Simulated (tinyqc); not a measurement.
LDA (PW92) atom on a uniform radial grid, spin-unpolarised, for O, step by step. Computed by tinyqc, a small Python program that keeps every step. Settings: Z = 8, points = 192, R = 11.4, functional = lda,pw, mixing = 0.2, iteration cap = 55. Command: `OMP_NUM_THREADS=1 python tinyqc.py 31043 31044 out.jsonl` (the two numbers bound the seeds that draw the settings). One thread of a shared host (Intel(R) Xeon(R) Processor @ 2.60GHz), about 0.9 s of CPU time with the checks.

Spherical atom on a uniform radial grid r_j = j h with h = R/(N + 1), h sum u^2 = 1 and integrals as h times sums, u(0) = u(R) = 0 (atomic units):
```
parameter,value
Z,8
points N,192
R,11.400000
h,0.059067
mixing,0.200000
electrons in 1s,2
electrons in 2s,2
electrons in 2p,4
```

Three-point differences turn -u''/2 + [l(l+1)/2r^2 - Z/r + V] u = e u into a tridiagonal matrix (diagonal 1/h^2 + potential, off-diagonal -1/2h^2). D = sum f u^2; the Hartree potential y/r solves y'' = -D/r with y(0) = 0, y(R) = N_e; v_xc comes from rho = D/(4 pi r^2); E = sum f e - int D V + int D (V_H/2 + eps_xc); V(new) = V + mixing (V_H + v_xc - V).

Stop when input and output potentials agree to 1e-7.

Course of the cycle (hartree):
```
iteration,E,e(1s),e(2s),e(2p),largest |V(out) - V(in)|
1,-62.87912669,-30.388992,-7.891365,-8.038498,2.13e+01
2,-65.98624573,-26.839660,-5.998699,-5.897024,1.58e+01
3,-68.06921433,-24.193962,-4.610841,-4.347146,1.17e+01
4,-69.41385787,-22.241523,-3.594709,-3.230382,8.54e+00
5,-70.24464268,-20.816818,-2.851973,-2.428596,6.17e+00
6,-70.73287273,-19.789718,-2.310074,-1.854440,4.41e+00
7,-71.00427731,-19.058302,-1.915449,-1.443854,3.12e+00
8,-71.14648569,-18.543372,-1.628502,-1.150207,2.19e+00
9,-71.21672069,-18.184194,-1.419934,-0.939789,1.54e+00
10,-71.24958781,-17.935073,-1.268116,-0.788398,1.08e+00
11,-71.26433301,-17.762440,-1.157174,-0.678781,7.59e-01
...,...,...,...,...,...
45,-71.27631961,-17.315824,-0.817101,-0.348349,1.73e-04
46,-71.27631961,-17.315797,-0.817080,-0.348328,1.38e-04
47,-71.27631961,-17.315775,-0.817063,-0.348312,1.09e-04
48,-71.27631961,-17.315758,-0.817050,-0.348299,8.66e-05
49,-71.27631961,-17.315744,-0.817039,-0.348289,6.87e-05
50,-71.27631961,-17.315733,-0.817031,-0.348280,5.45e-05
51,-71.27631961,-17.315725,-0.817024,-0.348274,4.33e-05
52,-71.27631961,-17.315718,-0.817019,-0.348269,3.43e-05
53,-71.27631961,-17.315712,-0.817015,-0.348265,2.72e-05
54,-71.27631961,-17.315708,-0.817011,-0.348262,2.16e-05
55,-71.27631961,-17.315704,-0.817009,-0.348259,1.71e-05
```

Can the last value be used, and what does the course show?

Not by the stop rule, although the second column moves by less than 1e-07 over the last three steps; and the uniform grid itself carries an error of order h^2 at the cusp, far above the threshold. Not converged within 55 iterations: the residual falls steadily but slowly, by a factor of about 0.79 a step. Reruns (cap 100 unless said): mixing 0.3: converged in 49; mixing 0.6: converged in 20; the original settings with a cap of 400: converged in 78. Even converged, this uniform grid resolves the cusp poorly and misses the energy of the atom.
